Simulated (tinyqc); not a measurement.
Inside a calculation. Method: FCI on RHF in the sto-3g basis, for H2, spin multiplicity 1. One step of it, computed by the program tinyqc.

Problem. Iteration 1: building the Fock matrix. J_ij = sum D_kl (ij|kl), K_ij = sum D_kl (ik|jl); F = H + J - 0.5 K; E = tr D H + tr D J / 2 - 0.25 tr D K + E_nn.

D at the start, order 1H 1s, 2H 1s:
$$\begin{pmatrix}
0.941600 & 0.096475 \\
0.096475 & 0.941600
\end{pmatrix}$$

core Hamiltonian H = T + V (hartree), order 1H 1s, 2H 1s:
$$\begin{pmatrix}
-1.069447 & -0.863505 \\
-0.863505 & -1.069447
\end{pmatrix}$$

Two-electron integrals (ij|kl) in chemists' order, unique and non-zero (hartree):
```
(11|11) 0.774606   (21|11) 0.397859   (21|21) 0.245287   (22|11) 0.538885
(22|21) 0.397859   (22|22) 0.774606
```

nuclear repulsion = 0.64220535 hartree

Give: Coulomb J; exchange K; Fock matrix F; total energy of this density.

Solution.

Coulomb J (hartree), order 1H 1s, 2H 1s:
$$\begin{pmatrix}
1.3136 & 0.7966 \\
0.7966 & 1.3136
\end{pmatrix}$$

exchange K (hartree), order 1H 1s, 2H 1s:
$$\begin{pmatrix}
1.0371 & 0.8249 \\
0.8249 & 1.0371
\end{pmatrix}$$

Fock matrix F (hartree), order 1H 1s, 2H 1s:
$$\begin{pmatrix}
-0.2744 & -0.4794 \\
-0.4794 & -0.2744
\end{pmatrix}$$

total energy of this density = -0.752760 hartree

This density is the starting one; it is not idempotent, so its energy is not variational and may lie below the converged one.
